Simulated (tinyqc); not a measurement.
Longitudinal sound in a periodic multilayer: transfer matrices, stop bands and folded phonons: one step, computed by the program tinyqc. Command: `OMP_NUM_THREADS=1 python tinyqc.py 3020096 3020097 out.jsonl multilayer walk`. One thread of a shared host (Intel(R) Xeon(R) Processor @ 2.30GHz), about 0.01 s of CPU time with the checks.

Layers 1 and 2 repeat with period d = d_1 + d_2; waves travel normal to the layers, without loss. State vector (u, s): displacement u and stress divided by omega. Impedances Z = rho v are in 1e6 kg/(m^2 s).

Question. Impedances, mean velocity and Bragg frequency. Z = rho v; interface reflection r = (Z_2 - Z_1)/(Z_2 + Z_1) (stress amplitude, from 1 into 2); Bragg frequency f_B = 1/[2 (d_1/v_1 + d_2/v_2)]; long-wave velocity v_eff = d/sqrt[(d_1/v_1)^2 + (d_2/v_2)^2 + (Z_1/Z_2 + Z_2/Z_1)(d_1/v_1)(d_2/v_2)].

Inputs (values chosen for the exercise, modelled on silica (layer 1), silicon nitride (layer 2) and silicon (substrate)):

| quantity | value | unit |
|---|---|---|
| density rho_1 | 2.21 | g/cm^3 |
| velocity v_1 | 5960 | m/s |
| thickness d_1 | 602 | nm |
| density rho_2 | 3.14 | g/cm^3 |
| velocity v_2 | 9890 | m/s |
| thickness d_2 | 1010 | nm |
| substrate density | 2.32 | g/cm^3 |
| substrate velocity | 8420 | m/s |

Give: Z_1; Z_2; Z of the substrate; interface reflection r; Bragg frequency f_B; long-wave velocity v_eff.

Answer.

Z_1 = 13.1716

Z_2 = 31.0546

Z of the substrate = 19.5344

interface reflection r = 0.40435

Bragg frequency f_B = 2.4615 GHz

long-wave velocity v_eff = 7258.1 m/s
